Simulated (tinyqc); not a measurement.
Programming of a floating-gate cell by Fowler-Nordheim tunnelling: two steps of the calculation.

Per tunnel area the floating gate has Ctun = 3.9 eps0/tox to the channel (0 V) and Ccg to the control gate, Ct = Ctun/(1 - ag), no other coupling. With the threshold shift U = -Q/Ccg the field is F = ag (Vg - U)/tox, and dU/dt = J/Ccg. Fowler-Nordheim: J = A F^2 exp(-B/F), A = q^2/(16 pi^2 hbar mo phi) (times 1e14 for A/cm^2 with F in V/nm, emitter mass m0), B = (4/3) sqrt(mo/C) phi^1.5, C = hbar^2/(2 m0).

Values chosen for this exercise; oxide values close to those of silicon dioxide:
```
symbol  value  unit                       meaning
phi       3.2    eV                tunnel barrier
mo       0.41    m0               tunnelling mass
tox       8.8    nm        tunnel oxide thickness
ag       0.62               coupling ratio Ccg/Ct
ar        500  nm^2                   tunnel area
Vt0      -0.8     V  threshold shift at the start
Vg       16.9     V          control-gate voltage
dt       0.87    us                     time step
n           8                               steps
```

Constants: q = 1.602176634e-19 C, hbar = 1.054571817e-34 J s, m0 = 9.1093837015e-31 kg, eps0 = 8.8541878128e-14 F/cm where lengths are in cm, hbar^2/(2 m0) = 0.0380998212 eV nm^2. Results are converted to the units shown.

Problem 1. Constants of the cell. A, B, Ccg = ag Ct, the starting field and current, K = A B ag/(Ccg tox), and the knee time t0 = exp(B/F(0))/K.

Wanted: A; B; Ccg; F(0); J(0); K; t0; electrons for 1 V of shift.

Solution 1.

A = 1.175e8 A cm^-2 (V/nm)^-2
B = 25.04 V/nm
Ccg = 0.6402 uF/cm^2
F(0) = 1.247 V/nm
J(0) = 0.3485 A/cm^2
K = 3.237e14 1/s
t0 = 1.620 us
electrons for 1 V of shift = 19.98

Problem 2. Explicit time steps against the exact solution. U(new) = U + dt J(F(U))/Ccg. Exact: exp(B/F(t)) = exp(B/F(0)) + K t, K = A B ag/(Ccg tox), and U = Vg - tox F/ag.

Wanted: t; F; J; U by steps; U exact.

Solution 2.

```
step   t (us)  F (V/nm)  J (A/cm^2)  U by steps (V)  U exact (V)
0           0    1.2470     0.34847        -0.80000     -0.80000
1     0.87000    1.2137     0.19007        -0.32647     -0.42894
2      1.7400    1.1955     0.13472        -0.06819     -0.17935
3      2.6100    1.1826     0.10491         0.11488      0.00761
4      3.4800    1.1725    0.086027         0.25743      0.15648
5      4.3500    1.1643    0.072931         0.37433      0.27982
6      5.2200    1.1573    0.063291         0.47344      0.38490
7      6.0900    1.1513    0.055889         0.55944      0.47629
8      6.9600    1.1459    0.050024         0.63539      0.55705
```

Range of the model: Programming fields of 10 MV/cm and more wear the oxide; trapping and the channel potential are ignored.

Numbers from tinyqc (`OMP_NUM_THREADS=1 python tinyqc.py 2130158 2130159 out.jsonl`; about 0.02 s on one thread of a shared Intel Xeon 2.30GHz).
